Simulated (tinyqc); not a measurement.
Worked calculation: Hueckel theory of the pi electrons with the omega technique, for the molecule Nc1ccc2c(c1)C=C2 (SMILES; centres numbered as the heavy atoms are written). One step of it, computed by the program tinyqc.

Problem. Energy, charges, bond orders. E = sum n x; q_r = z_r - P_rr; bond order p = P_rs; free valence = sqrt(3) - sum of p over the bonds of the atom.

final x values: 2.411597  2.018563  1.223771  0.986495  0.208323  -0.302066  -1.121256  -1.548289  -2.377138

occupations: 2.000000  2.000000  2.000000  2.000000  2.000000  0.000000  0.000000  0.000000  0.000000

final P, lower triangle:
```
           1N         2C         3C         4C         5C        6C         7C        8C
1N   1.913836
2C   0.290307   0.967468
3C  -0.192333   0.700147   1.048356
4C  -0.044562   0.017243   0.573163   1.004913
5C   0.135227  -0.332794  -0.051100   0.721762   1.035007
6C  -0.043708   0.010449  -0.336784  -0.007624   0.542850  1.001965
7C  -0.113732   0.535402   0.033588  -0.170806  -0.022817  0.736450   1.011656
8C  -0.082549   0.162452   0.035961  -0.344868  -0.030784  0.217775   0.016439  1.017852
9C   0.041260  -0.015904   0.153272   0.008338   0.223673  0.005000  -0.356121  0.893088

          9C
9C  0.998949
```

Centres:
```
centre  z_r, pi electrons of the neutral centre         h
1N                                            2  1.500000
2C                                            1  0.000000
3C                                            1  0.000000
4C                                            1  0.000000
5C                                            1  0.000000
6C                                            1  0.000000
7C                                            1  0.000000
8C                                            1  0.000000
9C                                            1  0.000000
```

Bonds:
```
i  j         k
1  2  0.800000
2  3         1
3  4         1
4  5         1
5  6         1
6  7         1
6  8         1
8  9         1
7  2         1
9  5         1
```

Give: pi energy = 10 alpha + this times beta; pi charges; Bond orders and lengths from R = 1.517 - 0.180 p; free valence of the carbons; gap between the highest filled and the next level.

Solution.

pi energy = 10 alpha + this times beta = 13.6975

pi charges: 1N 0.0862, 2C 0.0325, 3C -0.0484, 4C -0.0049, 5C -0.0350, 6C -0.0020, 7C -0.0117, 8C -0.0179, 9C 0.0011

Bond orders and lengths from R = 1.517 - 0.180 p (angstrom, C-C alone):
```
bond       p       R
1-2   0.2903       -
2-3   0.7001  1.3910
3-4   0.5732  1.4138
4-5   0.7218  1.3871
5-6   0.5428  1.4193
6-7   0.7364  1.3844
6-8   0.2178  1.4778
8-9   0.8931  1.3562
7-2   0.5354  1.4206
9-5   0.2237  1.4767
```

free valence of the carbons: 2C 0.2062, 3C 0.4587, 4C 0.4371, 5C 0.2438, 6C 0.2350, 7C 0.4602, 8C 0.6212, 9C 0.6153

gap between the highest filled and the next level = 0.5104 |beta|
